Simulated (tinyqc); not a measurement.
# Rigid-ion and shell models of the dielectric response of an ionic crystal, step by step

A worked calculation. Computed by tinyqc, a small Python program that keeps every step. Command: `OMP_NUM_THREADS=1 python tinyqc.py 3017498 3017499 out.jsonl shell walk`. One thread of a shared host (Intel(R) Xeon(R) Processor @ 2.30GHz), about 0.01 s of CPU time with the checks. Intermediate numbers are printed to about 7 digits and carried at full precision; extremes and crossings named in words are read from the listed rows.

Charges +Z and -Z; 6 nearest neighbours, Madelung constant M = 1.747565, volume per ion pair Omega = 2.000000 d^3. Energy per pair U = -M Z^2 e2/d + 6 A exp(-d/rho), e2 = e^2/(4 pi eps_0). In the shell model the anion is a core of charge Y - Z and a massless shell of charge -Y, joined by the spring k; the repulsion acts on the shell. Each ion feels the Lorentz field E + (4 pi/3) P (Gaussian units).

Inputs (values chosen for the exercise, for a model crystal):
```
quantity,value,unit
nearest-neighbour distance d,2.47,angstrom
ionic charge Z,1,e
hardness d/rho,12,-
cation mass,75.8,u
anion mass,35.45,u
shell charge size Y,2.5,e
core-shell spring k,48.8,eV/angstrom^2
cation polarisability alpha_+,0.51,angstrom^3
film thickness t,11,nm
```

Structure: rock salt.

Constants: e^2/(4 pi eps_0) = 14.39964548 eV angstrom; 1 eV/angstrom^3 = 160.2176634 GPa; nu for 1 eV/(angstrom^2 u) = 15.6333042 THz; 1 THz = 33.35640952 1/cm; eps_0 = 8.8541878128e-12 F/m; h x 1 THz = 4.135667696 meV.

## Equilibrium, bulk modulus and repulsive spring

Zero pressure fixes 6 A exp(-d/rho) = M Z^2 e2 rho/d^2. Then U = -(M Z^2 e2/d)(1 - rho/d), B = M Z^2 e2 (d/rho - 2)/(9 Omega d), and the spring of one sublattice against the other is R = (1/3) x (Laplacian of the repulsion summed over neighbours) = M Z^2 e2 (d/rho - 2)/(3 d^3), so R = 3 B Omega/d^2.

volume Omega = 30.13845 angstrom^3

lattice energy U = -9.338984 eV/pair

bulk modulus B = 60.17765 GPa

repulsive spring R = 5.566382 eV/angstrom^2

## Rigid ions

With C = 4 pi Z^2 e2/(3 Omega): mu lambda_TO = R - C, mu lambda_LO = R + 2 C; eps_inf = 1 and eps_s = lambda_LO/lambda_TO. lambda in eV/(angstrom^2 u) gives the wavenumber 15.6333042 x 33.35640952 x sqrt(lambda); mu is the reduced mass.

Coulomb spring C = 2.001334 eV/angstrom^2

omega_TO, rigid ions = 200.3411 1/cm

omega_LO, rigid ions = 328.2251 1/cm

eps_s, rigid ions = 2.684129

## Shell model: electronic response

Eliminating the shell gives the anion polarisability alpha_- = Y^2 e2/(k + R), the Szigeti charge Z_S = Z - Y R/(k + R) and the softened spring R' = k R/(k + R). With b = 4 pi (alpha_+ + alpha_-)/(3 Omega): eps_inf = (1 + 2b)/(1 - b) (Clausius-Mossotti); Born charge Z* = Z_S (eps_inf + 2)/3.

anion polarisability alpha_- = 1.655394 angstrom^3

Szigeti charge Z_S = 0.7440338 e

softened spring R' = 4.996460 eV/angstrom^2

b = 0.3009572

eps_inf = 2.291583

Born charge Z* = 1.064361 e

Overlap pushes the shell back and lowers the effective charge to 74 % of Z; the local field then raises the Born charge to 106 % of Z.

## Shell model: lattice response

mu lambda_TO = R' - (4 pi e2/(3 Omega)) Z_S^2/(1 - b); mu lambda_LO = mu lambda_TO + 4 pi e2 Z*^2/(eps_inf Omega); eps_s = eps_inf lambda_LO/lambda_TO.

mu lambda_TO = 3.411563 eV/angstrom^2

omega_TO = 195.9810 1/cm

omega_LO = 268.0015 1/cm

eps_s = 4.285307

share of R' left after the dipole term = 0.6827960

The dipole field cancels 32 % of the short-range spring.

## As a gate dielectric

Capacitance per area eps_0 eps_s/t; equivalent oxide thickness EOT = t x 3.9/eps_s; the surface optical mode against silicon (eps = 11.7) lies at omega_TO sqrt[(eps_s + 11.7)/(eps_inf + 11.7)], and its squared coupling to channel electrons scales as g = hbar omega_SO [1/(11.7 + eps_inf) - 1/(11.7 + eps_s)], with hbar omega = h c x wavenumber.

capacitance per area = 3.449356 fF/micrometre^2

equivalent oxide thickness = 10.01095 nm

surface optical mode = 209.4793 1/cm

remote-phonon coupling g = 0.2315180 meV

## From rigid to soft shells

The formulas are those given above.

Response against the core-shell spring:
```
k (eV/angstrom^2),eps_inf,Z_S,Z*,omega_TO (1/cm),omega_LO (1/cm),eps_s
39,2.626416,0.6877477,1.060602,195.9738,259.5309,4.606232
49,2.286412,0.7449720,1.064419,195.9811,268.1494,4.280352
63,2.017726,0.7970440,1.067435,195.9870,276.7348,4.022862
88,1.771528,0.8512718,1.070199,195.9923,286.5562,3.786950
130,1.584870,0.8973495,1.072294,195.9964,295.7270,3.608108
200,1.455148,0.9323043,1.073750,195.9992,303.2696,3.483827
390,1.342632,0.9648202,1.075013,196.0017,310.8026,3.376035
1500,1.258002,0.9907570,1.075963,196.0035,317.2110,3.294963
```

From the stiffest to the softest shell eps_inf rises from 1.26 to 2.63 and Z_S falls from 0.99 to 0.69; omega_LO moves by -18 % and omega_TO by 0.0 %. Screening by eps_inf cuts the LO frequency, which rigid ions overstate (rigid ions: 328 per cm); eps_s goes from 3.29 to 4.61.

Checks made by the program: TO spring by direct elimination of the shell from the 2 x 2 energy matrix (relative difference below 1e-10); Szigeti's relation mu lambda_TO (eps_s + 2)/(eps_inf + 2) = R' (relative difference below 1e-10).
